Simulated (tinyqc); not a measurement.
Inside a calculation. Model: pillar capacitor in an array: capacitance, non-linearity, leakage and relaxation.

Numbers from tinyqc (`OMP_NUM_THREADS=1 python tinyqc.py 2102137 2102138 out.jsonl`; about 0.01 s on one thread of a shared Intel Xeon 2.30GHz). Printed values are rounded.

A film between two metal electrodes, each interface adding a series capacitance ci. The small-signal permittivity is ek (1 + aq E^2); the field is found with the linear permittivity. Leakage J = J0 sinh(E/Ef). After a voltage step the film passes a relaxation current kr C V tt^(-nr), tt being the time in seconds. The sidewall is a coaxial capacitor with radii a = dm/2 and b = dm/2 + t, depth AR dm; the end face is left out.

Values chosen for this exercise; permittivity of the order of that of zirconium oxide: relative permittivity of the film ek = 34.6; film thickness t = 6.2 nm; capacitance of each electrode interface (dead layer and screening) ci = 1000 uF/cm^2; quadratic field coefficient of the permittivity aq = 0.01 cm^2/MV^2; bias V = 1.4 V; leakage prefactor J0 = 1.4e-10 A/cm^2; field for an e-fold rise of the leakage Ef = 0.4 MV/cm; diameter of the pillar dm = 24 nm; aspect ratio, depth over diameter AR = 50; pitch of the square array pt = 47 nm; resistivity of the inner electrode rho = 380 uohm cm.

Constants: eps0 = 8.8541878128e-14 F/cm where lengths are in cm. Results are converted to the units shown.

## Planar capacitance, field and non-linearity

Planar film: Cf = eps0 ek/t, 1/C = 1/Cf + 2/ci, EOT = 3.9 eps0/C, effective permittivity C t/eps0, E = (V/t) C/Cf; quadratic coefficient [C(V)/C - 1]/V^2 with Cf (1 + aq E^2) in C(V).

Cf = 4.94121 uF/cm^2
C = 4.89285 uF/cm^2
EOT = 0.705750 nm
effective permittivity = 34.2614
E = 2.23597 MV/cm
quadratic coefficient = 25246.0 ppm/V^2
J = 1.87397e-8 A/cm^2

The interfaces take 0.979 % of the voltage.

## Cell capacitance, fields and time constant

Per length 1/c = ln(b/a)/(2 pi eps0 ek) + (1/a + 1/b)/(2 pi ci); cell capacitance c AR dm; per footprint over pt^2; fields c V/(2 pi eps0 ek r) at r = a and b; resistance of the inner electrode rho AR dm/(pi a^2); time constant R C/3 of the distributed line.

a = 12 nm
b = 18.2 nm
cell capacitance = 5.48985 fF
capacitance per footprint = 248.522 uF/cm^2
field at a = 2.77282 MV/cm
field at b = 1.82823 MV/cm
R = 10.0798 kohm
R C/3 = 18.4456 ps

The array gives 50.8 times the planar capacitance per footprint; curvature makes the field at the inner electrode 1.24 times the planar value.
